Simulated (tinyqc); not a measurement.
Inside a calculation. Method: empirical pseudopotential in a few plane waves. One step of it, computed by the program tinyqc.

Problem. Levels at G. Diagonalise the Hermitian matrix.

H(k) at G (eV), lower triangle (Hermitian):
```
                     +0+0+0               -1-1-1               -1-1+1               -1+1-1
+0+0+0             0.000000
-1-1-1   2.280101-1.039033i            14.135365
-1-1+1  -2.280101-1.039033i   0.000000+0.993216i            14.135365
-1+1-1  -2.280101-1.039033i   0.000000+0.993216i             0.244902            14.135365
-1+1+1  -2.280101+1.039033i            -0.244902   0.000000+0.993216i   0.000000+0.993216i
+1-1-1  -2.280101-1.039033i   0.000000+0.993216i             0.244902             0.244902
+1-1+1  -2.280101+1.039033i            -0.244902   0.000000+0.993216i             0.000000
+1+1-1  -2.280101+1.039033i            -0.244902             0.000000   0.000000+0.993216i
+1+1+1   2.280101+1.039033i             0.000000            -0.244902            -0.244902
-2+0+0   0.000000-0.993216i  -2.280101+1.039033i  -2.280101-1.039033i  -2.280101-1.039033i
+0-2+0   0.000000-0.993216i  -2.280101+1.039033i  -2.280101-1.039033i   0.548379-0.057724i
+0+0-2   0.000000-0.993216i  -2.280101+1.039033i   0.548379-0.057724i  -2.280101-1.039033i
+0+0+2   0.000000+0.993216i  -0.548379-0.057724i   2.280101+1.039033i  -0.548379+0.057724i
+0+2+0   0.000000+0.993216i  -0.548379-0.057724i  -0.548379+0.057724i   2.280101+1.039033i
+2+0+0   0.000000+0.993216i  -0.548379-0.057724i  -0.548379+0.057724i  -0.548379+0.057724i

                     -1+1+1               +1-1-1               +1-1+1               +1+1-1
-1+1+1            14.135365
+1-1-1             0.000000            14.135365
+1-1+1             0.244902   0.000000+0.993216i            14.135365
+1+1-1             0.244902   0.000000+0.993216i             0.244902            14.135365
+1+1+1   0.000000+0.993216i            -0.244902   0.000000+0.993216i   0.000000+0.993216i
-2+0+0   2.280101-1.039033i   0.548379-0.057724i  -0.548379-0.057724i  -0.548379-0.057724i
+0-2+0  -0.548379-0.057724i  -2.280101-1.039033i   2.280101-1.039033i  -0.548379-0.057724i
+0+0-2  -0.548379-0.057724i  -2.280101-1.039033i  -0.548379-0.057724i   2.280101-1.039033i
+0+0+2  -2.280101+1.039033i  -0.548379+0.057724i  -2.280101+1.039033i   0.548379+0.057724i
+0+2+0  -2.280101+1.039033i  -0.548379+0.057724i   0.548379+0.057724i  -2.280101+1.039033i
+2+0+0   0.548379+0.057724i   2.280101+1.039033i  -2.280101+1.039033i  -2.280101+1.039033i

                     +1+1+1     -2+0+0     +0-2+0     +0+0-2
+1+1+1            14.135365
-2+0+0  -0.548379+0.057724i  18.847153
+0-2+0  -0.548379+0.057724i   0.244902  18.847153
+0+0-2  -0.548379+0.057724i   0.244902   0.244902  18.847153
+0+0+2  -2.280101-1.039033i  -0.244902  -0.244902   0.000000
+0+2+0  -2.280101-1.039033i  -0.244902   0.000000  -0.244902
+2+0+0  -2.280101-1.039033i   0.000000  -0.244902  -0.244902

           +0+0+2     +0+2+0     +2+0+0
+0+0+2  18.847153
+0+2+0   0.244902  18.847153
+2+0+0   0.244902   0.244902  18.847153
```

Give: eigenvalues.

Solution.

eigenvalues (eV): -4.2513  9.3727  9.3727  9.3727  11.3113  14.5685  14.5685  14.5685  18.3557  18.3573  18.3573  22.6869  22.6869  22.6869  24.1512
